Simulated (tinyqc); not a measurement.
Shortcuts against the integral: sheet resistance and Hall data of a diffused or implanted layer. Computed by tinyqc, a small Python program. Command: `OMP_NUM_THREADS=1 python tinyqc.py 3029972 3029973 out.jsonl layer walk`. One thread of a shared host (Intel(R) Xeon(R) Processor @ 2.30GHz), about 0.01 s of CPU time with the checks.

Carriers are taken equal to the net active doping down to the junction (full ionisation, which deep dopants in wide-gap hosts do not reach; no spill-over, no depletion), and the Hall factor is 1.

Inputs (values chosen for the exercise, modelled on silicon in GaN):
```
quantity                                 value        unit
mu_min                                    54.3  cm^2/(V s)
mu_max                                    1000  cm^2/(V s)
N_ref                                  2.1e+17      1/cm^3
exponent alpha                            0.99           -
peak concentration N_0                 2.7e+18      1/cm^3
length scale l                              20          nm
background doping N_B (opposite type)  5.8e+14      1/cm^3
```

Profile: complementary error function. Activation: complete.

Constants: e = 1.602176634e-19 C.

Method:
- N(x) = N_0 erfc(x/l), dose N_0 l/sqrt(pi), junction x_j = l erfc^-1(N_B/N_0).
- Mobility mu = mu_min + (mu_max - mu_min)/(1 + (N_t/N_ref)^alpha), N_t = active doping + N_B; carriers n = active doping - N_B, all dopants active.
- Integrals from x_0 (0 unless stated) to x_j by the midpoint rule on 400 even intervals: 1/R_s = e int n mu dx; sheet density n_s = int n dx; Hall sheet density (int n mu dx)^2/int n mu^2 dx; Hall mobility int n mu^2 dx/int n mu dx.
- Mean conductivity 1/(R_s x_j); mean mobility 1/(e n_s R_s).
- Shortcuts: R_s = 1/(e Q mu) with the dose Q and the mobility at the (active) peak concentration; 1/(e n_s mu) with mu at N_t = n_s/x_j + N_B; 1/(e Q mu_max).

sheet resistance R_s = 9808.83 ohm

dose = 3.04662e+12 1/cm^2

sheet density n_s = 3.04338e+12 1/cm^2

junction depth x_j = 52.3390 nm

Sheet resistances:
```
method                                   R_s (ohm)  deviation (%)
integral                                      9809          0.000
dose, mobility at the peak                   16499         68.207
n_s, mobility at the mean concentration       6682        -31.877
dose, mu_max                                  2049        -79.114
```

What does the comparison show, and why?

The closest shortcut is «n_s, mobility at the mean concentration» (-31.9 %). The peak mobility is the lowest in the layer, so with full activation it overestimates R_s. Caution: the layer is not thick against surface and junction depletion widths, which remove carriers that this model counts.

Extremes, crossings and ranges named in words are read from the listed rows.
